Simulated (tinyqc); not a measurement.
Worked calculation: RHF in the sto-6g basis, for BeH2, spin multiplicity 1. One step of it, computed by the program tinyqc.

Problem. Iteration 1: building the Fock matrix. J_ij = sum D_kl (ij|kl), K_ij = sum D_kl (ik|jl); F = H + J - 0.5 K; E = tr D H + tr D J / 2 - 0.25 tr D K + E_nn.

D at the start, order 1Be 1s, 1Be 2s, 1Be 2px, 1Be 2py, 1Be 2pz, 2H 1s, 3H 1s:
$$\begin{pmatrix}
2.127933 & -0.465172 & 0.000000 & 0.000000 & -0.032988 & -0.043310 & -0.043310 \\
-0.465172 & 1.578230 & 0.000000 & 0.000000 & 0.130693 & 0.244666 & 0.244666 \\
0.000000 & 0.000000 & 0.000000 & 0.000000 & 0.000000 & 0.000000 & 0.000000 \\
0.000000 & 0.000000 & 0.000000 & 1.962776 & 0.000000 & 0.017617 & -0.017617 \\
-0.032988 & 0.130693 & 0.000000 & 0.000000 & 0.010838 & 0.020341 & 0.020341 \\
-0.043310 & 0.244666 & 0.000000 & 0.017617 & 0.020341 & 0.038504 & 0.038188 \\
-0.043310 & 0.244666 & 0.000000 & -0.017617 & 0.020341 & 0.038188 & 0.038504
\end{pmatrix}$$

core Hamiltonian H = T + V (hartree), order 1Be 1s, 1Be 2s, 1Be 2px, 1Be 2py, 1Be 2pz, 2H 1s, 3H 1s:
$$\begin{pmatrix}
-8.735141 & -2.059135 & 0.000000 & 0.000000 & -0.002171 & -0.587367 & -0.587367 \\
-2.059135 & -2.817753 & 0.000000 & 0.000000 & -0.017000 & -1.292008 & -1.292008 \\
0.000000 & 0.000000 & -2.299313 & 0.000000 & 0.000000 & 0.000000 & 0.000000 \\
0.000000 & 0.000000 & 0.000000 & -2.530133 & 0.000000 & -1.328603 & 1.328603 \\
-0.002171 & -0.017000 & 0.000000 & 0.000000 & -2.300076 & -0.078422 & -0.078422 \\
-0.587367 & -1.292008 & 0.000000 & -1.328603 & -0.078422 & -2.234654 & -0.136975 \\
-0.587367 & -1.292008 & 0.000000 & 1.328603 & -0.078422 & -0.136975 & -2.234654
\end{pmatrix}$$

Two-electron integrals (ij|kl) in chemists' order, unique and non-zero (hartree):
```
(11|11) 2.299996    (21|11) 0.361879    (21|21) 0.071926    (22|11) 0.570332
(22|21) 0.139654    (22|22) 0.417773    (31|31) 0.015252    (32|31) 0.022555
(32|32) 0.092340    (33|11) 0.570332    (33|21) 0.139654    (33|22) 0.417773
(33|33) 0.450117    (41|41) 0.015252    (42|41) 0.022555    (42|42) 0.092340
(43|43) 0.024258    (44|11) 0.570332    (44|21) 0.139654    (44|22) 0.417773
(44|33) 0.401601    (44|44) 0.450117    (51|51) 0.015252    (52|51) 0.022555
(52|52) 0.092340    (53|53) 0.024258    (54|54) 0.024258    (55|11) 0.570332
(55|21) 0.139654    (55|22) 0.417773    (55|33) 0.401601    (55|44) 0.401601
(55|55) 0.450117    (61|11) 0.105548    (61|21) 0.020339    (61|22) 0.039216
(61|33) 0.038894    (61|41) 0.002003    (61|42) 0.003842    (61|44) 0.039856
(61|51) 0.000115    (61|52) 0.000221    (61|54) 0.000055    (61|55) 0.038897
(61|61) 0.006082    (62|11) 0.226053    (62|21) 0.056068    (62|22) 0.179464
(62|33) 0.173026    (62|41) 0.007834    (62|42) 0.044020    (62|44) 0.192278
(62|51) 0.000451    (62|52) 0.002531    (62|54) 0.001107    (62|55) 0.173089
(62|61) 0.017430    (62|62) 0.109993    (63|31) 0.005746    (63|32) 0.025288
(63|43) 0.007887    (63|53) 0.000454    (63|63) 0.010852    (64|11) 0.233773
(64|21) 0.058782    (64|22) 0.196852    (64|33) 0.185324    (64|41) 0.012782
(64|42) 0.068910    (64|44) 0.219847    (64|51) 0.000405    (64|52) 0.002509
(64|54) 0.001532    (64|55) 0.185386    (64|61) 0.019273    (64|62) 0.137895
(64|64) 0.179698    (65|11) 0.013443    (65|21) 0.003380    (65|22) 0.011320
(65|33) 0.010657    (65|41) 0.000405    (65|42) 0.002509    (65|44) 0.011735
(65|51) 0.005769    (65|52) 0.025432    (65|54) 0.007949    (65|55) 0.011568
(65|61) 0.001108    (65|62) 0.007930    (65|64) 0.009710    (65|65) 0.011411
(66|11) 0.390915    (66|21) 0.099002    (66|22) 0.351488    (66|33) 0.326103
(66|41) 0.017211    (66|42) 0.120743    (66|44) 0.402008    (66|51) 0.000990
(66|52) 0.006943    (66|54) 0.004365    (66|55) 0.326354    (66|61) 0.032027
(66|62) 0.267653    (66|64) 0.357667    (66|65) 0.020568    (66|66) 0.774999
(71|11) 0.105548    (71|21) 0.020339    (71|22) 0.039216    (71|33) 0.038894
(71|41) -0.002003   (71|42) -0.003842   (71|44) 0.039856    (71|51) 0.000115
(71|52) 0.000221    (71|54) -0.000055   (71|55) 0.038897    (71|61) 0.005513
(71|62) 0.014488    (71|64) 0.014517    (71|65) 0.000925    (71|66) 0.025087
(71|71) 0.006082    (72|11) 0.226053    (72|21) 0.056068    (72|22) 0.179464
(72|33) 0.173026    (72|41) -0.007834   (72|42) -0.044020   (72|44) 0.192278
(72|51) 0.000451    (72|52) 0.002531    (72|54) -0.001107   (72|55) 0.173089
(72|61) 0.014488    (72|62) 0.060240    (72|64) 0.059434    (72|65) 0.004270
(72|66) 0.109144    (72|71) 0.017430    (72|72) 0.109993    (73|31) 0.005746
(73|32) 0.025288    (73|43) -0.007887   (73|53) 0.000454    (73|63) 0.004854
(73|73) 0.010852    (74|11) -0.233773   (74|21) -0.058782   (74|22) -0.196852
(74|33) -0.185324   (74|41) 0.012782    (74|42) 0.068910    (74|44) -0.219847
(74|51) -0.000405   (74|52) -0.002509   (74|54) 0.001532    (74|55) -0.185386
(74|61) -0.014517   (74|62) -0.059434   (74|64) -0.055562   (74|65) -0.004144
(74|66) -0.105027   (74|71) -0.019273   (74|72) -0.137895   (74|74) 0.179698
(75|11) 0.013443    (75|21) 0.003380    (75|22) 0.011320    (75|33) 0.010657
(75|41) -0.000405   (75|42) -0.002509   (75|44) 0.011735    (75|51) 0.005769
(75|52) 0.025432    (75|54) -0.007949   (75|55) 0.011568    (75|61) 0.000925
(75|62) 0.004270    (75|64) 0.004144    (75|65) 0.005150    (75|66) 0.007937
(75|71) 0.001108    (75|72) 0.007930    (75|74) -0.009710   (75|75) 0.011411
(76|11) 0.023138    (76|21) 0.005578    (76|22) 0.016368    (76|33) 0.016057
(76|44) 0.016976    (76|51) 0.000084    (76|52) 0.000391    (76|55) 0.016072
(76|61) 0.001578    (76|62) 0.007326    (76|64) 0.008229    (76|65) 0.000572
(76|66) 0.015066    (76|71) 0.001578    (76|72) 0.007326    (76|74) -0.008229
(76|75) 0.000572    (76|76) 0.000657    (77|11) 0.390915    (77|21) 0.099002
(77|22) 0.351488    (77|33) 0.326103    (77|41) -0.017211   (77|42) -0.120743
(77|44) 0.402008    (77|51) 0.000990    (77|52) 0.006943    (77|54) -0.004365
(77|55) 0.326354    (77|61) 0.025087    (77|62) 0.109144    (77|64) 0.105027
(77|65) 0.007937    (77|66) 0.197545    (77|71) 0.032027    (77|72) 0.267653
(77|74) -0.357667   (77|75) 0.020568    (77|76) 0.015066    (77|77) 0.774999
```

nuclear repulsion = 3.35401335 hartree

Give: Coulomb J; exchange K; Fock matrix F; total energy of this density.

Solution.

Coulomb J (hartree), order 1Be 1s, 1Be 2s, 1Be 2px, 1Be 2py, 1Be 2pz, 2H 1s, 3H 1s:
$$\begin{pmatrix}
6.8357 & 1.2630 & 0.0000 & 0.0000 & 0.0059 & 0.3645 & 0.3645 \\
1.2630 & 2.7795 & 0.0000 & 0.0000 & 0.0279 & 1.1951 & 1.1951 \\
0.0000 & 0.0000 & 2.7385 & 0.0000 & 0.0000 & 0.0000 & 0.0000 \\
0.0000 & 0.0000 & 0.0000 & 2.8608 & 0.0000 & 1.3085 & -1.3085 \\
0.0059 & 0.0279 & 0.0000 & 0.0000 & 2.7392 & 0.0809 & 0.0809 \\
0.3645 & 1.1951 & 0.0000 & 1.3085 & 0.0809 & 2.3243 & 0.1122 \\
0.3645 & 1.1951 & 0.0000 & -1.3085 & 0.0809 & 0.1122 & 2.3243
\end{pmatrix}$$

exchange K (hartree), order 1Be 1s, 1Be 2s, 1Be 2px, 1Be 2py, 1Be 2pz, 2H 1s, 3H 1s:
$$\begin{pmatrix}
4.7038 & 0.7644 & 0.0000 & 0.0000 & 0.0045 & 0.2414 & 0.2414 \\
0.7644 & 1.0470 & 0.0000 & 0.0000 & 0.0769 & 0.5641 & 0.5641 \\
0.0000 & 0.0000 & 0.2306 & 0.0000 & 0.0000 & 0.0000 & 0.0000 \\
0.0000 & 0.0000 & 0.0000 & 1.1314 & 0.0000 & 0.5690 & -0.5690 \\
0.0045 & 0.0769 & 0.0000 & 0.0000 & 0.2364 & 0.0448 & 0.0448 \\
0.2414 & 0.5641 & 0.0000 & 0.5690 & 0.0448 & 0.7010 & 0.0457 \\
0.2414 & 0.5641 & 0.0000 & -0.5690 & 0.0448 & 0.0457 & 0.7010
\end{pmatrix}$$

Fock matrix F (hartree), order 1Be 1s, 1Be 2s, 1Be 2px, 1Be 2py, 1Be 2pz, 2H 1s, 3H 1s:
$$\begin{pmatrix}
-4.2514 & -1.1783 & 0.0000 & 0.0000 & 0.0015 & -0.3436 & -0.3436 \\
-1.1783 & -0.5617 & 0.0000 & 0.0000 & -0.0276 & -0.3790 & -0.3790 \\
0.0000 & 0.0000 & 0.3239 & 0.0000 & 0.0000 & 0.0000 & 0.0000 \\
0.0000 & 0.0000 & 0.0000 & -0.2350 & 0.0000 & -0.3046 & 0.3046 \\
0.0015 & -0.0276 & 0.0000 & 0.0000 & 0.3209 & -0.0200 & -0.0200 \\
-0.3436 & -0.3790 & 0.0000 & -0.3046 & -0.0200 & -0.2609 & -0.0476 \\
-0.3436 & -0.3790 & 0.0000 & 0.3046 & -0.0200 & -0.0476 & -0.2609
\end{pmatrix}$$

total energy of this density = -15.255933 hartree
